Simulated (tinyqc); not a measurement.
Thresholds of impact ionisation and Auger recombination from band masses: sweeps and comparisons. A value that a table varies takes the place of the one given here.

Parabolic bands, no phonon. At threshold the three slow carriers share one velocity. With M their total mass and m4 the mass of the fast carrier, the fast carrier has the kinetic energy E_T = G M/(M - m4) and the slow ones together E_a = G m4/(M - m4), the activation energy of the Auger rate. CCCH (fast electron): G = Eg, M = 2 me + mh, m4 = me. CHHS (hole into the split-off band): G = Eg - Dso, M = 2 mh + me, m4 = ms; this form holds for Eg > Dso (below, the process needs about Dso - Eg and is marked by a dash). CHHL (hole into the light band): G = Eg, M = 2 mh + me, m4 = ml. CHHH (fast heavy hole): G = Eg, M = 2 mh + me, m4 = mh.

Non-parabolic fast electron: E (1 + alpha E) = c k^2/me with alpha = (1 - me)^2/Eg; the slow carriers stay parabolic, so E_T = Eg + me E_T (1 + alpha E_T)/M, M = 2 me + mh (the root between Eg and 1.9 Eg).

Constants: kB = 8.617333262e-05 eV/K; hc = 1239.841984 eV nm.

Inputs chosen for the exercise (near those of InAs, gap at low temperature and not tied to T; not measured data): Eg = 0.412 eV (gap at Gamma to the s-like level); Dso = 0.395 eV (spin-orbit splitting); me = 0.0261 m0 (electron mass at Gamma); mh = 0.45 m0 (heavy-hole mass); ms = 0.148 m0 (split-off mass); ml = 0.027 m0 (light-hole mass); T = 250 K (temperature).

## The gap of an alloy series

Eg is varied with me and ml proportional to it; mh, ms and Dso are kept. E_a of three processes; wavelength hc/Eg.

Results:
```
Eg (eV)  wavelength (micrometre)      me  CCCH (meV)  CCCH non-parabolic (meV)  CHHS (meV)  CHHL (meV)  log10 exp(-E_a/kT), non-parabolic
0.124                      10.00  0.0079         2.1                       4.4           -         1.1                              -0.09
0.206                       6.02  0.0131         5.8                      12.1           -         3.1                              -0.24
0.309                       4.01  0.0196        12.9                      27.6           -         7.0                              -0.56
0.412                       3.01  0.0261        22.6                      49.5         3.2        12.4                              -1.00
0.515                       2.41  0.0326        34.8                      78.0        22.6        19.3                              -1.57
0.659                       1.88  0.0417        55.9                     129.5        49.2        31.7                              -2.61
0.824                       1.50  0.0522        85.6                     205.8        79.0        49.5                              -4.15
```

E_a of CCCH goes nearly as Eg^2 (power 1.95 over the table), as both G and me grow; the non-parabolic value goes with the power 2.03, and its Boltzmann factor spans 4.1 decades; rows with E_a far above kT are formal, since phonon-assisted processes and side valleys rule there. CHHS is resonant at Eg = Dso = 0.395 eV, with no activation, and is the easiest process near there; it has the lowest E_a of the parabolic values for Eg = 0.412 eV.

## The mass ratio

mu = me/mh is varied; thresholds in units of Eg for ionisation started by an electron, (1 + 2 mu)/(1 + mu), and by a heavy hole, (2 + mu)/(1 + mu).

Results:
```
mu     electron (Eg)  hole (Eg)  electron (eV)  hole (eV)
0.021         1.0206     1.9794          0.420      0.816
0.054         1.0512     1.9488          0.433      0.803
0.058         1.0548     1.9452          0.435      0.801
0.140         1.1228     1.8772          0.463      0.773
0.370         1.2701     1.7299          0.523      0.713
0.430         1.3007     1.6993          0.536      0.700
1.000         1.5000     1.5000          0.618      0.618
```

The two thresholds add up to 3 Eg in every row and are equal, 3/2 Eg, at mu = 1. The lighter carrier has the lower threshold; in the first row the two differ by 0.395 eV, which would favour one carrier in avalanche multiplication. Real ionisation rates depend on the whole band structure and can be nearly equal although the edge masses differ.

## What each parameter does

Activation energies. Each row changes one parameter from the base and keeps the others.

Results:
```
case             CCCH (meV)  CCCH non-parabolic (meV)  CHHL (meV)
base                  22.59                     49.46       12.37
Eg = 0.4532 eV        24.84                     54.41       13.61
Dso = 0.3555 eV       22.59                     49.46       12.37
me = 0.0235 m0        20.45                     44.37       12.41
mh = 0.495 m0         20.64                     44.68       11.25
ms = 0.1332 m0        22.59                     49.46       12.37
ml = 0.0297 m0        22.59                     49.46       13.65
```

The largest shifts from the base row, up to three for each result and ties (the steps differ in size, so this ranks the rows, not the parameters). CCCH (meV): Eg +2.26, me -2.14, mh -1.95; unchanged at the printed digits by Dso, ms and ml. CCCH non-parabolic (meV): me -5.09, Eg +4.95, mh -4.78; unchanged at the printed digits by Dso, ms and ml. CHHL (meV): ml +1.28, Eg +1.24, mh -1.13; unchanged at the printed digits by Dso and ms.

tinyqc: `OMP_NUM_THREADS=1 python tinyqc.py 1850463 1850464 out.jsonl`; about 0.01 s, one thread, shared Intel(R) Xeon(R) Processor @ 2.30GHz.
